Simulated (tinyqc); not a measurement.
# MOS inversion layer, Poisson-Schroedinger loop: effect of the sheet density of electrons

Electrons confined at an insulator interface at z = 0, treated as a hard wall; parabolic valleys, Hartree approximation, no image or exchange terms. The depletion charge lies far deeper than the electrons and gives a uniform field q Nd/(eps0 eps_r); the gate balances all charge. Energies are counted from the band edge at the interface.

Schroedinger equation -(C/mz) psi'' + (V0 + U + dE for set B) psi = E psi, C = hbar^2/(2 m0), psi(0) = 0, on a uniform mesh of 800 nodes with a far wall at 32 nm, 8 levels a set; V0 = q Nd z/(eps0 eps_r); dU/dz = q (Ns - integral of n from 0 to z)/(eps0 eps_r), U(0) = 0; N_k = g md m0 q Vt/(pi hbar^2) ln(1 + exp((EF - E_k)/Vt)), g the number of valleys of the set, sum N_k = Ns. Triangular well: E_k = a_k (C F^2/mz)^(1/3), a_1 = 2.338107, a_2 = 4.087949, C = hbar^2/(2 m0), F in eV/nm. Fang-Howard (all electrons in the lowest level of set A): b^3 = 6 (mz1/C) q (Nd + 11 Ns/32)/(eps0 eps_r), centroid 3/b, level C b^2/(4 mz1) + (3/b) q (Nd + 11 Ns/16)/(eps0 eps_r). The centroid adds 3.9 z_av/eps_r to an oxide-equivalent thickness.

Parameters, values chosen for the exercise; masses and permittivity close to those of silicon (100):
- T = 77 K (temperature)
- eps_r = 11.6 (relative permittivity)
- mz1 = 0.923 m0 (mass along z of valley set A (2 valley(s)))
- md1 = 0.189 m0 (in-plane density-of-states mass of set A)
- mz2 = 0.187 m0 (mass along z of valley set B (4 valley(s)))
- md2 = 0.41 m0 (in-plane density-of-states mass of set B)
- Nd = 6.5e11 cm^-2 (sheet density of depletion charge)
- dE = 0 eV (extra shift of set B (strain))

Constants: q = 1.602176634e-19 C, kB = 1.380649e-23 J/K, hbar = 1.054571817e-34 J s, m0 = 9.1093837015e-31 kg, Vt = kB T/q, eps0 = 8.8541878128e-14 F/cm where lengths are in cm, hbar^2/(2 m0) = 0.0380998212 eV nm^2. Results are converted to the units shown.

Effect of the sheet density of electrons:
columns A: Ns (cm^-2); B: A1 (meV); C: B1 (meV); D: EF (meV); E: share of A1 (%); F: share of set A (%); G: centroid z_av (nm); H: added oxide equivalent (nm); I: Fang-Howard centroid (nm)
```
A          B     C     D     E     F     G      H     I
1e11    40.8  68.0  24.9  91.9  93.2  2.59  0.869  2.59
2.1e11  43.9  71.8  33.3  92.3  93.5  2.53  0.851  2.55
4.5e11  50.3  79.7  45.6  93.0  94.1  2.43  0.816  2.46
9.7e11  63.1  95.3  65.3  93.9  94.9  2.25  0.758  2.30
2.1e12  87.5   125  99.1  94.7  95.6  2.01  0.677  2.06
4.4e12   129   176   155  94.1  95.3  1.75  0.589  1.77
9.4e12   204   270   258  90.4  92.5  1.51  0.509  1.45
2e13     331   438   436  83.5  86.7  1.31  0.441  1.17
```

Read the table: what changes, and by how much?

As Ns goes from 1e11 to 2e13, A1 rises from 40.8 to 331 meV, the share of A1 goes from 91.9 through a maximum of 94.7 (at Ns = 2.1e12 among the rows listed) to 83.5 % and the centroid falls from 2.59 to 1.31 nm. A1 goes as Ns^(0.64) between the last two rows (a triangular well in the field of that charge alone gives 2/3). EF lies more than 2 meV above A1 for Ns = 9.7e11, 2.1e12, 4.4e12, 9.4e12, 2e13. The Fang-Howard centroid is 0.22 % above the full one in the first row, where A1 holds 91.9 %, and 11 % below it in the last, where A1 holds 83.5 %.

tinyqc, about 0.9 s, one thread, Intel Xeon 2.30GHz (shared host): `OMP_NUM_THREADS=1 python tinyqc.py 2160114 2160115 out.jsonl`
